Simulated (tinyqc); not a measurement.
Six-transistor SRAM cell, nodal equations and margins: two steps of the calculation.

Two cross-coupled inverters (pull-down bn, pull-up bp) hold the nodes Q and QB; access transistors (ba, threshold VTn, gate on the word line at Vdd when selected) join them to the bit lines. Transistor (EKV form, voltages against the body): I = 2 n b Vt^2 [F(vp - Vs) - F(vp - Vd)] from drain to source, F(v) = ln^2(1 + exp(v/(2 Vt))), vp = (Vg - VT + sg |Vd - Vs|)/n. n-channel bodies are at 0; for the p-channel device all voltages are counted down from Vdd. b in uA/V^2 gives I in uA. For an access transistor the bit line is the drain and the node the source. In a read both bit lines are at Vdd. The cell is symmetric (no mismatch).

Values chosen for this exercise:
- T = 273 K (temperature)
- Vdd = 0.6 V (supply voltage)
- n = 1.13 (slope factor)
- sg = 0.052 (drain-induced barrier lowering)
- VTn = 0.39 V (n-channel threshold)
- VTp = 0.38 V (p-channel threshold (magnitude))
- bn = 480 uA/V^2 (gain factor of the pull-down transistor)
- ba = 480 uA/V^2 (gain factor of the access transistor)
- bp = 140 uA/V^2 (gain factor of the pull-up transistor)

Constants: q = 1.602176634e-19 C, kB = 1.380649e-23 J/K, Vt = kB T/q. Results are converted to the units shown.

Question 1. Read current and disturbance. Iread = Ia(bit line at Vdd, source Q); cell ratio bn/ba; time to pull a bit line of 20 fF down by 0.1 V at that current.

(Q, QB) (V): Q 0.068671243, QB 0.59999947

Give: Iread; cell ratio; time.

Answer 1.

Iread = 5.615 uA
cell ratio = 1.000
time = 356.2 ps

Question 2. The largest square in the read butterfly. f(x) is the node voltage of one half-cell in a read for input x (In - Ip - Ia = 0). Static noise margin: side of the largest square between the curve (x, f(x)) and its mirror image (f(y), y); with h(c) the root x of f(x) - x = c, it is the maximum over c > 0 of h(c) - h(-c) + c.

| point | c (V) |
|---|---|
| 0 | 0.097 |
| 1 | 0.16 |
| 2 | 0.23 |
| 3 | 0.28 |
| 4 | 0.32 |
| 5 | 0.36 |
| 6 | 0.39 |

Wanted: h(c); h(-c); side.

Answer 2.

| point | h(c) (V) | h(-c) (V) | side (V) |
|---|---|---|---|
| 0 | 0.28261 | 0.33676 | 0.04285 |
| 1 | 0.27930 | 0.37101 | 0.06830 |
| 2 | 0.27551 | 0.40962 | 0.09588 |
| 3 | 0.27099 | 0.43732 | 0.11367 |
| 4 | 0.26128 | 0.45965 | 0.12163 |
| 5 | 0.23668 | 0.48245 | 0.11423 |
| 6 | 0.20937 | 0.50021 | 0.09916 |

The maximum over c is 121.7 mV, the read margin; with the word line off (no Ia) the same construction gives 255.6 mV.

Program tinyqc, `OMP_NUM_THREADS=1 python tinyqc.py 2340029 2340030 out.jsonl`; Intel Xeon 2.30GHz, shared host, one thread, about 0.1 s.
